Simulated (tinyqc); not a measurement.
Exciton band: Bethe-Salpeter matrix of a two-band chain (Tamm-Dancoff form).

One valence and one conduction band, lattice period 1, mesh k = 2 pi j/N. Pair energies D(k) = Eg + 2 t sum(1 - cos k), t = tc + tv. Screened attraction W(R) = U at R = 0 and V/|R| otherwise, R over the N cells with the nearest image; W(q) = sum_R W(R) cos(q R). H(k, k') = D(k) delta - W(k - k')/Nk + 2 J/Nk for singlets (J = 0 for triplets), Nk the number of k points. With a constant transition dipole the strength of a state is f = (sum_k A_k)^2/Nk, and the f sum to 1.

Values chosen for the exercise: Eg = 5.7 eV (quasiparticle gap); tc = 0.71 eV (conduction hopping); tv = 0.68 eV (valence hopping); U = 0.88 eV (attraction in the same cell); V = 0.43 eV (attraction at one cell distance); J = 0.6 eV (exchange in the same cell).

Triplets, solved in the electron-hole distance R on a ring of 60 cells, total momentum Q: D = Eg + 2 tc (1 - cos(k + Q/2)) + 2 tv (1 - cos(k - Q/2)), so the hopping in R has size |t(Q)| = sqrt(tc^2 + tv^2 + 2 tc tv cos Q) and the continuum starts at Eg + 2 (tc + tv) - 2 |t(Q)|.

Results:
```
Q/pi   |t(Q)| (eV)  continuum edge (eV)  exciton (eV)  binding (eV)  weight at R = 0
0.000       1.3900               5.7000        5.3535        0.3465            0.290
0.167       1.3427               5.7947        5.4437        0.3509            0.296
0.333       1.2039               6.0723        5.7070        0.3652            0.315
0.500       0.9831               6.5138        6.1213        0.3925            0.354
0.667       0.6955               7.0890        6.6482        0.4408            0.430
0.833       0.3609               7.7582        7.2206        0.5376            0.605
1.000       0.0300               8.4200        7.5960        0.8240            0.991
```

How do the results move, and what explains it?

The exciton band is 2.2425 eV wide, against 2.7200 eV for the edge of the continuum: binding narrows it, since electron and hole must hop together. The binding grows from 0.346 to 0.824 eV as |t(Q)| falls. Between the first two rows the exciton rises 0.95 times as much as the edge, so it is heavier than the free pair.

Computed by tinyqc, a small Python program: `OMP_NUM_THREADS=1 python tinyqc.py 1252266 1252267 out.jsonl` (the numbers bound the seed that draws the inputs); one thread of a shared host (Intel(R) Xeon(R) Processor @ 2.30GHz), about 0.1 s for the whole set of steps.
